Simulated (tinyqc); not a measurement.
Short-period [001] superlattice in sp3s* tight binding, step by step. Values are carried at full precision from step to step, so a last printed digit may differ when a step is redone from the rounded ones.

sp3s* tight binding, nearest neighbours only: anion (a) at 0, cation (c) at a/4 (1,1,1), orbitals s, px, py, pz, s* on each; k in units of 2 pi/a. With phases e_j = exp(i (pi/2) k.n_j) for n = (1,1,1), (1,-1,-1), (-1,1,-1), (-1,-1,1): g0 = (e1+e2+e3+e4)/4, g1 = (e1+e2-e3-e4)/4, g2 = (e1-e2+e3-e4)/4, g3 = (e1-e2-e3+e4)/4. The diagonal holds the levels Esa, Epa, Exa (s*) and Esc, Epc, Exc. Anion-cation block: <sa|sc> = Vss g0; <sa|xc> = Vsapc g1; <xa|sc> = -Vscpa g1; <xa|xc> = Vxx g0; <xa|yc> = <ya|xc> = Vxy g3, <xa|zc> = <za|xc> = Vxy g2, <ya|zc> = <za|yc> = Vxy g1; <s*a|xc> = Vxapc g1; <xa|s*c> = -Vpaxc g1; y and z take g2 and g3 in place of g1; s-s* and s*-s* vanish.

Values chosen for the exercise (A near a published set for GaAs, B for AlAs; shifted at random, so the results belong to these values and not to a real crystal):

| symbol | value | unit | meaning |
|---|---|---|---|
| pA | (-8.332, 1.038, -2.658, 3.673, 8.574, 6.746, -6.449, 1.961, 5.068, 4.478, 5.789, 4.836, 4.797) | eV | order Esa, Epa, Esc, Epc, Exa, Exc, Vss, Vxx, Vxy, Vsapc, Vscpa, Vxapc, Vpaxc |
| pB | (-7.528, 0.981, -1.161, 3.589, 7.483, 6.744, -6.647, 1.879, 4.285, 5.12, 5.507, 4.533, 4.99) | eV | the same for B |
| dEv | 0.43 | eV | valence offset: Ev(B) lies this far below Ev(A) |
| n | 2 |  | monolayers of A |
| m | 1 |  | monolayers of B |

## Band line-up of the two bulk crystals

Edges on the common scale: Ev, the conduction level at Gamma, the minimum on (kx,0,0) for kx from 0.5 to 1, and the level at X.

Edges (eV):

| crystal | Ev | Gamma | Delta minimum | X |
|---|---|---|---|---|
| A | 0.0000 | 1.5574 | 2.0395 | 2.0395 |
| B | -0.4300 | 2.5977 | 1.8403 | 1.8681 |

For Gamma electrons A is the well, 1.040 eV deep; for X electrons B is, 0.171 eV deep; holes sit in A.

## Shifted levels

Planes alternate anion, cation along [001], a/4 apart; at zero in-plane momentum s, pz, s* form one block. All levels of A are shifted so that its Ev (lower root of [[Epa, Vxx], [Vxx, Epc]]) is 0, and those of B so that its Ev is -dEv. A monolayer is an anion plane and the cation plane above it; an anion between unlike cations takes the mean of the two anion levels; each bond takes the couplings of its cation. Block from an anion to the cation above: U with Vss/2 (s,s), Vsapc/2 (s,z), -Vscpa/2 (z,s), Vxx/2 (z,z), Vxapc/2 (s*,z), -Vpaxc/2 (z,s*); to the cation below: the same with the s-z and s*-z signs reversed. The cell of n + m monolayers is closed with the phase exp(2 pi i q). No spin-orbit coupling. In this block 2 (n + m) levels are filled.

Parameters in the order Esa, Epa, Esc, Epc, Exa, Exc, Vss, Vxx, Vxy, Vsapc, Vscpa, Vxapc, Vpaxc. Find Ev of each set and shift the levels.

Ev before the shift (eV): A -0.0070, B -0.0022

Levels (eV):

| plane | s | p | s* |
|---|---|---|---|
| anion A | -8.3250 | 1.0450 | 8.5810 |
| cation A | -2.6510 | 3.6800 | 6.7530 |
| anion B | -7.9558 | 0.5532 | 7.0552 |
| cation B | -1.5888 | 3.1612 | 6.3162 |
| interface anion | -8.1404 | 0.7991 | 7.8181 |

## The matrix for n = 2, m = 1 at q = 0

Planes in the order a1, c1, a2, c2, ...; the A cations come first.

H (eV):
```
        sa1     za1     *a1     sc1     zc1     *c1     sa2     za2     *a2     sc2     zc2     *c2
sa1  -8.140       0       0  -3.224   2.239       0       0       0       0       0       0       0
za1       0   0.799       0  -2.894   0.981  -2.398       0       0       0       0       0       0
*a1       0       0   7.818       0   2.418       0       0       0       0       0       0       0
sc1  -3.224  -2.894       0  -2.651       0       0  -3.224   2.894       0       0       0       0
zc1   2.239   0.981   2.418       0   3.680       0  -2.239   0.981  -2.418       0       0       0
*c1       0  -2.398       0       0       0   6.753       0   2.398       0       0       0       0
sa2       0       0       0  -3.224  -2.239       0  -8.325       0       0  -3.224   2.239       0
za2       0       0       0   2.894   0.981   2.398       0   1.045       0  -2.894   0.981  -2.398
*a2       0       0       0       0  -2.418       0       0       0   8.581       0   2.418       0
sc2       0       0       0       0       0       0  -3.224  -2.894       0  -2.651       0       0
zc2       0       0       0       0       0       0   2.239   0.981   2.418       0   3.680       0
*c2       0       0       0       0       0       0       0  -2.398       0       0       0   6.753
sa3       0       0       0       0       0       0       0       0       0  -3.224  -2.239       0
za3       0       0       0       0       0       0       0       0       0   2.894   0.981   2.398
*a3       0       0       0       0       0       0       0       0       0       0  -2.418       0
sc3  -3.324   2.753       0       0       0       0       0       0       0       0       0       0
zc3  -2.560   0.940  -2.267       0       0       0       0       0       0       0       0       0
*c3       0   2.495       0       0       0       0       0       0       0       0       0       0

        sa3     za3     *a3     sc3     zc3     *c3
sa1       0       0       0  -3.324  -2.560       0
za1       0       0       0   2.753   0.940   2.495
*a1       0       0       0       0  -2.267       0
sc1       0       0       0       0       0       0
zc1       0       0       0       0       0       0
*c1       0       0       0       0       0       0
sa2       0       0       0       0       0       0
za2       0       0       0       0       0       0
*a2       0       0       0       0       0       0
sc2  -3.224   2.894       0       0       0       0
zc2  -2.239   0.981  -2.418       0       0       0
*c2       0   2.398       0       0       0       0
sa3  -8.140       0       0  -3.324   2.560       0
za3       0   0.799       0  -2.753   0.940  -2.495
*a3       0       0   7.818       0   2.267       0
sc3  -3.324  -2.753       0  -1.589       0       0
zc3   2.560   0.940   2.267       0   3.161       0
*c3       0  -2.495       0       0       0   6.316
```

## Levels of the small cell

Diagonalise (s, pz, s* block of a cell with n = 2, m = 1; px and py are apart). The lowest 6 levels are filled. Give the share of the cation weight of the lowest empty level that lies on the A cations, c1 and c2.

levels (eV): -12.416  -11.051  -10.858  -5.805  -5.464  -0.141  1.826  2.230  2.246  2.736  2.837  4.534  6.608  8.048  9.334  9.455  10.507  11.081

share on A cations = 0.831

The lowest empty level is number 7, at 1.826 eV.

## Checks

- Cell of two equal monolayers against the bulk levels at Gamma and X: they agree to 1e-10 or better.

Run: tinyqc, `OMP_NUM_THREADS=1 python tinyqc.py 1452551 1452552 out.jsonl`; Intel(R) Xeon(R) Processor @ 2.30GHz, one thread, shared host; about 0.6 s of CPU time with all checks.
